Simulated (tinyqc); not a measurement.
## Gate voltage for a given inversion charge

Problem. p-type body, charge-sheet picture, depletion and inversion only, full ionisation (an idealisation for deep acceptors), Boltzmann statistics (rough once Na exp(x - xn) passes about Nc/7). In units of Vt: xg = (Vg - Vfb)/Vt, x = psi/Vt, G = gamma/sqrt(Vt), xn = (2 phiF + Vc)/Vt. The implicit equation is (xg - x)^2 = G^2 [x - 1 + exp(x - xn)] for x above about 3. Cox = eps0 eox/tox. ni = sqrt(Nc Nv) exp(-Eg/(2 Vt)), Eg in volts; phiF = Vt ln(Na/ni); gamma = sqrt(2 q eps0 eps_r Na)/Cox. N_inv = (Cox Vt G/q) [sqrt(x - 1 + exp(x - xn)) - sqrt(x - 1)]. Find x - xn, psi and Vg.

Values chosen for this exercise; band and dielectric values close to those of 4H silicon carbide: temperature T = 300 K; band gap Eg = 3.21 eV; relative permittivity eps_r = 9.67; conduction-band density of states at T Nc = 1.73e19 cm^-3; valence-band density of states at T Nv = 2.52e19 cm^-3; relative permittivity of the gate insulator (close to silicon dioxide) eox = 3.9; insulator thickness tox = 1.3 nm; acceptor density Na = 4.7e16 cm^-3; flat-band voltage Vfb = -0.34 V; channel-body voltage Vc = 0.5 V.

Constants: q = 1.602176634e-19 C, kB = 1.380649e-23 J/K, Vt = kB T/q, eps0 = 8.8541878128e-14 F/cm where lengths are in cm. Results are converted to the units shown.

N_inv = 3.2e11 cm^-2

Solution. N_inv rises steadily with x, so it fixes x; the implicit equation then gives xg directly.

x - xn = 4.291
psi = 3.506 V
Vg = 3.265 V

Computed by the program tinyqc: `OMP_NUM_THREADS=1 python tinyqc.py 2122092 2122093 out.jsonl`, one thread of a shared Intel Xeon 2.30GHz, about 0.01 s for the whole run.
